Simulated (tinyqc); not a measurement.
## Density and mobility of a removed layer (differential Hall)

Problem. For layers in parallel the sheet conductance g = 1/Rs and the product g mu_H (mu_H signed, unit Hall factors) are additive. Find the sheet density and mobility of the layer that was removed, and its share of the conductance.

Constants: q = 1.602176634e-19 C. Results are converted to the units shown.

Rs before and after removing the top layer (ohm/square): [12257.481, 91517.728]
apparent mobility before and after, signed (cm^2/(V s)): [184.82011, 22]

Answer. The differences give g1 = q n mu and g1 mu = q n mu^2; their ratio is mu and g1^2/(q g1 mu) is n.

sheet density = 2.10e12 cm^-2
mobility = 210 cm^2/(V s)
share of the conductance = 86.6 %

tinyqc, about 0.01 s, one thread, Intel Xeon 2.30GHz (shared host): `OMP_NUM_THREADS=1 python tinyqc.py 2850231 2850232 out.jsonl`
